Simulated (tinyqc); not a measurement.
## Trap density from one capacitance

Inverse problem. Traps spread evenly through the insulator exchange electrons with the semiconductor by tunnelling, with tau(x) = t0 exp(2 ka x) at depth x from the interface. The admittance per area Y seen at depth x obeys dY/dx = -Y^2/(i w eps0 eox) + q Nb ln(1 + i w tau)/tau, with Y(0) = i w Cs and w = 2 pi f; the gate sees Y(tox) = G + i w C. Working variable y = Y/(i w), in uF/cm^2. Cox = eps0 eox/tox. Find Nb and G/w.

Values chosen for this exercise:
- eox = 22.1 (relative permittivity of the insulator)
- tox = 12 nm (insulator thickness)
- Cs = 2.7 uF/cm^2 (semiconductor capacitance in accumulation)
- ka = 3.8 1/nm (decay constant of the wave function in the insulator)
- t0 = 1e-10 s (time constant of a trap at the interface)
- f = 1e6 Hz (frequency)

Constants: q = 1.602176634e-19 C, eps0 = 8.8541878128e-14 F/cm where lengths are in cm. Results are converted to the units shown.

C = 1.0272777 uF/cm^2

Solution. C rises steadily with Nb, so one density matches; in practice ka and t0 must come from the frequency dependence.

Nb = 3.700e18 cm^-3 eV^-1
G/w = 0.002245 uF/cm^2

Numbers from tinyqc (`OMP_NUM_THREADS=1 python tinyqc.py 2202125 2202126 out.jsonl`; about 0.6 s on one thread of a shared Intel Xeon 2.30GHz).
